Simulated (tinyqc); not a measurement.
Choice of the trial bonds: Wannier functions of a composite (isolated) pair of valence bands (bonds of an sp chain).

Each atom has a hybrid pointing left (<) and right (>). H(k): diagonal +V3 on A, -V3 on B; <A<|A>> = -V1a, <B<|B>> = -V1b, <A>|B<> = -V2, <B>|A<> = -V2p exp(ik); k in 1/a, Bloch sums with exp(ikR). The two lowest bands are filled. Trial functions in cell 0: g1 = cos(c) A> + sin(c) B<, and g2 = sin(c) B> + cos(c) A< of cell 1, whose Bloch vector has cos(c) exp(-ik) on A<. Projection A_mn = <psi_m|g_n>, S = A^+ A, Loewdin U = A S^(-1/2), Bloch-like states w_n = sum_m psi_m U_mn, H_W(k) = U^+ diag(E) U. P = sum_m |psi_m><psi_m| is free of phase choices, and S = g^+ P g, w = P g S^(-1/2).

Inputs chosen for the exercise: V2 = 4.44 eV (coupling in the bond A-B inside the cell); V2p = 3.94 eV (coupling in the bond to the next cell); V1a = 1.19 eV (coupling of the two hybrids on A); V1b = 0.78 eV (the same on B); V3 = 0 eV (A at +V3, B at -V3); xb = 0.47 a (position of B (A at 0)).

N = 12; centres and spreads in real space with point-like hybrids at R and R + xb; smallest eigenvalue of S over the mesh.

Trial angle:

| c (deg) | smallest S | centre 1 (a) | centre 2 (a) | sum of centres | total spread (a^2) | H_12(R = 0), mean over k (eV) |
|---|---|---|---|---|---|---|
| 15 | 0.644 | 0.2336 | 0.7364 | 0.9700 | 0.1293 | -0.3905 |
| 30 | 0.864 | 0.2336 | 0.7364 | 0.9700 | 0.1292 | -0.3881 |
| 45 | 0.986 | 0.2336 | 0.7364 | 0.9700 | 0.1292 | -0.3860 |
| 55 | 0.918 | 0.2336 | 0.7364 | 0.9700 | 0.1292 | -0.3846 |
| 75 | 0.644 | 0.2336 | 0.7364 | 0.9700 | 0.1293 | -0.3815 |
| 85 | 0.472 | 0.2336 | 0.7364 | 0.9700 | 0.1294 | -0.3794 |

Give the missing row, c (deg) = 65.

Computed row:
```
c (deg)  smallest S  centre 1 (a)  centre 2 (a)  sum of centres  total spread (a^2)  H_12(R = 0), mean over k (eV)
65            0.799        0.2336        0.7364          0.9700              0.1292                        -0.3832
```

The sum of the centres stays at 0.9700 a within 0.0000: it gives the electronic polarisation, modulo a, and is fixed by the filled space. Single centres move by less than 0.0001 a here and H_12(0), a matter of gauge, moves by 11 meV. The total spread runs only from 0.1292 to 0.1294 a^2, so the orthogonalisation repairs even poor trials; the projection is best at c = 45 degrees among these rows, and the two bonds, isolated, have c = 45 and 45.

Computed by tinyqc, a small Python program: `OMP_NUM_THREADS=1 python tinyqc.py 1481202 1481203 out.jsonl` (the numbers bound the seed that draws the inputs); one thread of a shared host (Intel(R) Xeon(R) Processor @ 2.30GHz), about 0.4 s for the whole set of steps.
